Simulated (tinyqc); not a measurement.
Metal-induced gap states at the contact of a metal chain and a two-band chain: one step. Pinning factor. Three cases, with inputs chosen for the exercise.

Task: Gap states per area N = 2 Ds/a^2 (two spins). Charge in them sits a distance xi from the metal, so S = 1/(1 + 4 pi e^2 N xi/eps), e^2 meaning e^2/(4 pi eps0); S is the change of the barrier per change of the metal work function.

Constants: e^2/(4 pi eps0) = 14.39964547 eV angstrom.

Give: N; 4 pi e^2 N xi/eps; S.

Case 1.

Values chosen (out of a larger set: gap and optical dielectric constant near those of Si; the chain itself is a model; not measured data): a = 3.84 angstrom (period (two sites); one chain for each area a^2); eps = 11.9 (dielectric constant).

Ds, the density per spin summed over the semiconductor = 0.6874893 1/eV
xi, the decay length of the density = 12.76171 angstrom

Result:

N = 9.325e+14 1/(eV cm^2)
4 pi e^2 N xi/eps = 18.0949
S = 0.0524

Strong pinning, near the Bardeen limit S = 0.

Case 2.

Values chosen (out of a larger set: gap and optical dielectric constant near those of SiC; the chain itself is a model; not measured data): a = 3.08 angstrom (period (two sites); one chain for each area a^2); eps = 6.4 (dielectric constant).

Ds, the density per spin summed over the semiconductor = 0.0876093 1/eV
xi, the decay length of the density = 2.89277 angstrom

Result:

N = 1.847e+14 1/(eV cm^2)
4 pi e^2 N xi/eps = 1.5107
S = 0.3983

Partial pinning, between the Bardeen (0) and Schottky (1) limits.

Case 3.

Values chosen (out of a larger set: gap and optical dielectric constant near those of SiO2; the chain itself is a model; not measured data): a = 3.1 angstrom (period (two sites); one chain for each area a^2); eps = 2.2 (dielectric constant).

Ds, the density per spin summed over the semiconductor = 0.0065078 1/eV
xi, the decay length of the density = 0.79913 angstrom

Result:

N = 1.354e+13 1/(eV cm^2)
4 pi e^2 N xi/eps = 0.0890
S = 0.9183

Weak pinning, nearer the Schottky limit S = 1.

Computed by tinyqc, one run a case: `OMP_NUM_THREADS=1 python tinyqc.py N N+1 out.jsonl` with N = 1482477, 1482518, 1482824; one thread of a shared Intel(R) Xeon(R) Processor @ 2.30GHz, about 0.01 s a run at most.
